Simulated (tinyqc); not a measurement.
Threshold of a short bulk MOSFET: charge sharing, barrier lowering, narrow width: threshold roll-off against channel length.

n-channel device on a p-type body, depletion approximation, full ionisation. Uniform doping N = Na. Vbi from Boltzmann statistics is rough for the degenerate source. Cox = eps0 eox/tox.

ni = sqrt(Nc Nv) exp(-Eg/(2 Vt)), Eg in volts; 2 pB = 2 Vt ln(N/ni); flat band Vfb - Vt ln(N/Na); Wd = sqrt(2 eps0 eps_r (2 pB - Vbs)/(q N)); body term q N Wd/Cox; long-channel VT0 = flat band + 2 pB + body term; Vbi = Vt ln(N Nsd/ni^2); scale length l = sqrt((eps_r/eox) tox Wd). Charge sharing (trapezoid; it ignores Vds): F = (xj/L)(sqrt(1 + 2 Wd/xj) - 1), lowering = body term times F. Barrier lowering: th = exp(-L/(2 l)) + 2 exp(-L/l), lowering = th [2 (Vbi - 2 pB) + Vds], DIBL = th. Narrow width: rise = body term times xw Wd/W. VT by each model = VT0 - lowering + rise. DIBL under 0.001 mV/V is printed as 0.

Parameters, values chosen for the exercise; band and dielectric values close to those of silicon:
- T = 250 K (temperature)
- Eg = 1.13 eV (band gap)
- eps_r = 11.8 (relative permittivity)
- Nc = 2.15e19 cm^-3 (conduction-band density of states at T)
- Nv = 2.05e19 cm^-3 (valence-band density of states at T)
- eox = 21.7 (relative permittivity of the gate insulator (close to hafnium oxide))
- tox = 8.1 nm (insulator thickness)
- Na = 2.7e17 cm^-3 (channel doping)
- Nsd = 1e20 cm^-3 (source and drain doping)
- Vfb = -0.79 V (flat-band voltage for the doping Na)
- xj = 18 nm (junction depth)
- Vbs = 0 V (body-source voltage)
- Vds = 1.2 V (drain-source voltage)
- W = 310 nm (gate width)
- xw = 0.7854 (shape factor of the fringing depletion at the width edges)

Constants: q = 1.602176634e-19 C, kB = 1.380649e-23 J/K, Vt = kB T/q, eps0 = 8.8541878128e-14 F/cm where lengths are in cm. Results are converted to the units shown.

The same in every row: N (cm^-3) = 2.700e17; VT0 (V) = 0.2755.

Results:

| L (nm) | L/l | F | DIBL (mV/V) | VT, charge sharing (V) | VT, barrier lowering (V) |
|---|---|---|---|---|---|
| 55 | 3.190 | 0.6267 | 285.2 | 0.2194 | -0.1184 |
| 79 | 4.583 | 0.4363 | 121.6 | 0.2428 | 0.1196 |
| 110 | 6.381 | 0.3134 | 44.54 | 0.2579 | 0.2317 |
| 160 | 9.281 | 0.2154 | 9.838 | 0.2700 | 0.2822 |
| 340 | 19.72 | 0.1014 | 0.05216 | 0.2840 | 0.2964 |
| 500 | 29.00 | 0.06894 | 0 | 0.2880 | 0.2965 |
| 720 | 41.77 | 0.04787 | 0 | 0.2906 | 0.2965 |
| 1000 | 58.01 | 0.03447 | 0 | 0.2923 | 0.2965 |

Estimate the missing row, L = 240 nm.

Computed row:

| L (nm) | L/l | F | DIBL (mV/V) | VT, charge sharing (V) | VT, barrier lowering (V) |
|---|---|---|---|---|---|
| 240 | 13.92 | 0.1436 | 0.9500 | 0.2788 | 0.2951 |

With this row back in the table: VT by barrier lowering rises from -0.118 to 0.296 V and VT by charge sharing rises from 0.219 to 0.292 V. DIBL is under 100 mV/V from L = 110 nm on among the rows (th = 0.1 at L/l = 4.92). For L = 55 F exceeds 0.5: the shares of source and drain overlap, and the trapezoid formula no longer holds. For L = 55 DIBL exceeds 250 mV/V, where the barrier formula is rough.

Numbers from tinyqc (`OMP_NUM_THREADS=1 python tinyqc.py 2002164 2002165 out.jsonl`; about 0.01 s on one thread of a shared Intel Xeon 2.30GHz).
